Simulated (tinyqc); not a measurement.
Thermoelectric coefficients of a parabolic band, Landauer integrals: one step of the calculation.

Bulk parabolic band, x = (E - Ec)/kB T, C = hbar^2/(2 m0), kB T in eV. Modes per area gv m kB T x/(4 pi C) times the back-scattering length l0 x^rr give the transport function s0 X(x), s0 = (2 q^2/h) gv m kB T l0/(4 pi C), X = x^(1 + rr). I_k = int X (x - eta)^k w dx, w = 1/(4 cosh^2((x - eta)/2)).

Question. The three integrals on a coarse grid. Simpson's rule on nE equally spaced points from xa to xe.

Inputs (values chosen for the exercise): energy exponent of that length rr = 2; reduced Fermi level (EF - Ec)/kB T eta = 1.6; lower end of the grid xa = 0; upper end of the grid xe = 12; points of the grid nE = 13.

Find: x; X; w; X w; I_0, I_1, I_2 on this grid.

Answer.

```
point,x,X,w,X w
0,0.00,0,0.1398,0
1,1.00,1.000,0.2288,0.2288
2,2.00,8.000,0.2403,1.922
3,3.00,27.00,0.1587,4.284
4,4.00,64.00,0.07625,4.880
5,5.00,125.0,0.03125,3.907
6,6.00,216.0,0.01198,2.588
7,7.00,343.0,0.004476,1.535
8,8.00,512.0,0.001656,0.8479
9,9.00,729.0,6.105e-4,0.4451
10,10.00,1000,2.248e-4,0.2248
11,11.00,1331,8.271e-5,0.1101
12,12.00,1728,3.043e-5,0.05258
```

I_0, I_1, I_2 on this grid: [21.01, 63.32, 264.6]

Range of the model: Parabolic bands, elastic scattering and a fixed kL make these model figures, not those of a material.

Numbers from tinyqc (`OMP_NUM_THREADS=1 python tinyqc.py 2800113 2800114 out.jsonl`; about 0.1 s on one thread of a shared Intel Xeon 2.30GHz).
